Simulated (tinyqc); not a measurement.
The Fermi level, mass and scattering length from S, n and sigma.

Question. Bulk parabolic band, x = (E - Ec)/kB T, C = hbar^2/(2 m0), kB T in eV. Modes per area gv m kB T x/(4 pi C) times the back-scattering length l0 x^rr give the transport function s0 X(x), s0 = (2 q^2/h) gv m kB T l0/(4 pi C), X = x^(1 + rr). I_k = int X (x - eta)^k w dx, w = 1/(4 cosh^2((x - eta)/2)). sigma = s0 I_0, S = -(kB/q) I_1/I_0; n = 2 gv (m kB T/(4 pi C))^1.5 F(eta), F(y) = (2/sqrt(pi)) int_0^infinity sqrt(u)/(1 + exp(u - y)) du. Find eta, m and l0.

Parameters, values chosen for the exercise:
- T = 400 K (temperature)
- gv = 6 (valleys)
- rr = 0 (energy exponent of that length)

Constants: q = 1.602176634e-19 C, kB = 1.380649e-23 J/K, hbar = 1.054571817e-34 J s, h = 6.62607015e-34 J s, m0 = 9.1093837015e-31 kg, Vt = kB T/q, hbar^2/(2 m0) = 0.0380998212 eV nm^2. Results are converted to the units shown.

S = -81.953858 uV/K
n = 6.1852656e20 cm^-3
sigma = 27608.527 S/cm

Solution. |S| falls steadily as eta rises and depends on nothing else, so it fixes eta; n then gives m, and sigma gives l0.

eta = 3.200
m = 0.6700 m0
l0 = 38.00 nm

Numbers from tinyqc (`OMP_NUM_THREADS=1 python tinyqc.py 2800023 2800024 out.jsonl`; about 0.03 s on one thread of a shared Intel Xeon 2.30GHz).
